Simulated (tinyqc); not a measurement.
One anharmonic mode: perturbation theory, self-consistent phonons and exact levels. From E_1 - E_0 back to mode mass M. Computed by tinyqc, a small Python program. Command: `OMP_NUM_THREADS=1 python tinyqc.py 3015561 3015562 out.jsonl scp inv`. One thread of a shared host (Intel(R) Xeon(R) Processor @ 2.30GHz), about 0.1 s of CPU time with the checks.

V(x) = k x^2/2 + b x^4 for one coordinate x of mass M. A constant K > 0 gives hbar Omega = sqrt((hbar^2/u) K/M) with K in eV/angstrom^2 and M in u.

Inputs (values chosen for the exercise, for a model mode): harmonic constant k = 0.82 eV/angstrom^2; quartic constant b = 5.83 eV/angstrom^4; temperature T = 42 K.

Shape: single well.

Constants: hbar^2/u = 4.18015928e-03 eV angstrom^2; k_B = 8.617333262e-05 eV/K.

Method. Basis: oscillator states n of the constant |k|, with x = s (a + a+), s^2 = hbar Omega/(2|k|); H = hbar Omega (n + 1/2) + (k - |k|) x^2/2 + b x^4, with exact matrix elements of x^2 and x^4. Exact values use 120 basis states: F = -k_B T ln sum exp(-E_n/(k_B T)), and <x^2> is the Boltzmann mean.

Question. A run gave the result below. Find the mode mass M, known to lie between 32 and 78 u.

E_1 - E_0 = 10.75251 meV

Answer.

Each step takes the trial c = (a f_b - b f_a)/(f_b - f_a), f being the result less the target and a, b, c the logarithms of the listed values; c replaces end b, the old b replaces a if the sign of f changed, and otherwise f_a is halved.

Scan of the range:
```
mode mass M (u)  E_1 - E_0 (meV)
32.0                     12.3527
37.1                     11.3681
43.1                     10.4538
50.0                      9.6240
58.0                      8.8635
67.2                      8.1711
78.0                      7.5279
```

False position (Illinois rule, in the logarithm of the input) inside the bracket:
```
step    end a    end b    trial  E_1 - E_0 (meV)
1     37.1000  43.1000  41.0401          10.7437
2     37.1000  41.0401  40.9250          10.7606
3     41.0401  40.9250  40.9800          10.7525
4     40.9250  40.9800  40.9800          10.7525
```

E_1 - E_0 falls at every point of a 13-point scan of the range (every second point is shown), so one value fits; it is bracketed by 37.1 and 43.1. Answer: mode mass M = 40.98 u.
